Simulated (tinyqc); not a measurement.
Resistance of a tapered via with liner, size effect and interface: one step of the calculation.

A round via whose diameter grows from db at the bottom as D(z) = db + 2 z/tan(ang). The fill, of diameter D - 2 tl, starts above the bottom liner (thickness fb tl) and has rho = rho0 (1 + ks lam/(D - 2 tl)); the sidewall liner conducts in parallel with it. The bottom liner and the interface are crossed over the full area pi db^2/4. Spreading in the lines above and below is left out.

Problem. Slices of the via. Slices between z0 = fb tl and hv, evaluated at their midpoints: conductance per length pi/4 [(D - 2 tl)^2/rho + (D^2 - (D - 2 tl)^2)/rl], slice resistance = slice height over that. 7 slices.

Inputs (values chosen for the exercise); fill metal close to ruthenium:

| symbol | value | unit | meaning |
|---|---|---|---|
| db | 24 | nm | diameter at the bottom |
| hv | 92 | nm | height |
| ang | 87 | degrees | sidewall angle |
| rho0 | 7.87 | uohm cm | bulk resistivity of the fill |
| lam | 6.52 | nm | mean free path of the fill |
| ks | 0.7 |  | size-effect factor |
| tl | 0.2 | nm | liner on the sidewall |
| fb | 1 |  | liner at the bottom over that on the sidewall |
| rl | 230 | uohm cm | resistivity of the liner |

Wanted: z; D; rho; slice resistance.

Solution.

```
slice  z (nm)  D (nm)  rho (uohm cm)  slice resistance (ohm)
0       6.757   24.71          9.348                   2.638
1       19.87   26.08          9.269                   2.343
2       32.99   27.46          9.197                   2.095
3       46.10   28.83          9.133                   1.884
4       59.21   30.21          9.075                   1.704
5       72.33   31.58          9.022                   1.548
6       85.44   32.96          8.973                   1.412
```

Program tinyqc, `OMP_NUM_THREADS=1 python tinyqc.py 2750083 2750084 out.jsonl`; Intel Xeon 2.30GHz, shared host, one thread, about 0.01 s.
